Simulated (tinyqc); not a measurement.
Width of the well: polar nitride quantum well with polarisation fields.

Growth along [0001]. e_par = (a_sub - a)/a, Ppz = 2 e_par (e31 - e33 C13/C33), P = Psp + Ppz in each layer; strain relaxation and the strain shift of the gaps are left out, although thick layers with more than about 1 % mismatch would relax.

In a periodic stack without free charge the potential drop over a period vanishes: F_w = (P_b - P_w) Lb/(eps0 (eps_w Lb + eps_b Lw)), F_b = -F_w Lw/Lb, eps0 = 8.8541878e-12 F/m; 1 MV/cm = 1e8 V/m = 0.01 V/angstrom.

Envelope functions on cells of 0.25 angstrom over barrier, well, barrier (widths Lb, Lw, Lb), psi = 0 beyond, psi'/m continuous (mean mass between points), c = hbar^2/2m0. With u(z) the integral of e F (F_w in the well, F_b = -F_w Lw/Lb in the barriers, 1 MV/cm = 0.01 V/angstrom), zero at the centre of the well, the electron sees u plus Vc in the barriers and the hole -u plus Vv. The transition is Eg + E_e + E_h; excitons are left out.

Constants: hbar^2/2m0 = 3.80998211 eV angstrom^2; hc = 1239.841984 eV nm.

Inputs chosen for the exercise (near those of a GaN well in AlGaN; not measured data): a_w = 3.189 angstrom (lattice constant a, well); a_b = 3.174 angstrom (lattice constant a, barrier); a_sub = 3.189 angstrom (in-plane lattice constant of the stack); Psp_w = -0.0336 C/m^2 (spontaneous polarisation); Psp_b = -0.0425 C/m^2 (spontaneous polarisation); e31_w = -0.354 C/m^2; e31_b = -0.366 C/m^2; e33_w = 0.646 C/m^2; e33_b = 0.839 C/m^2; C_w = 0.272 (C13/C33); C_b = 0.266 (C13/C33); eps_w = 10.4 (dielectric constant); eps_b = 10.1 (dielectric constant); Lb = 100 angstrom (barrier width); Eg = 3.44 eV (gap of the well); Vc = 0.294 eV (conduction offset); Vv = 0.138 eV (valence offset); me = 0.2 m0 (electron, well); meb = 0.224 m0 (electron, barrier); mh = 1.2 m0 (hole, everywhere); Ls = (10, 15, 20, 25, 30, 40, 50) angstrom (well widths).

Field, levels and overlap anew for each width.

Results:

| Lw (angstrom) | F_w (MV/cm) | E (eV) | E without field (eV) | overlap^2 | ln overlap^2 |
|---|---|---|---|---|---|
| 10 | -1.432 | 3.6993 | 3.7256 | 0.660 | -0.42 |
| 15 | -1.371 | 3.6088 | 3.6537 | 0.575 | -0.55 |
| 20 | -1.316 | 3.5341 | 3.6030 | 0.432 | -0.84 |
| 25 | -1.264 | 3.4702 | 3.5676 | 0.284 | -1.26 |
| 30 | -1.217 | 3.4136 | 3.5422 | 0.166 | -1.79 |
| 40 | -1.132 | 3.3148 | 3.5095 | 0.0428 | -3.15 |
| 50 | -1.058 | 3.2290 | 3.4902 | 0.00802 | -4.83 |

What does the comparison show, and why?

The red shift grows from 26 to 261 meV. The line drops below Eg between 25 and 30 angstrom, which a square well can never do. Over the last two rows dE/dLw = -8.6 meV per angstrom, against -|e F_w| = -10.6 in the last row; the field itself weakens by 26 % over the table, since a wider well shares the drop with the barrier. The overlap falls by a factor 82.2.

Computed by tinyqc, a small Python program: `OMP_NUM_THREADS=1 python tinyqc.py 1251110 1251111 out.jsonl` (the numbers bound the seed that draws the inputs); one thread of a shared host (Intel(R) Xeon(R) Processor @ 2.30GHz), about 0.09 s for the whole set of steps.
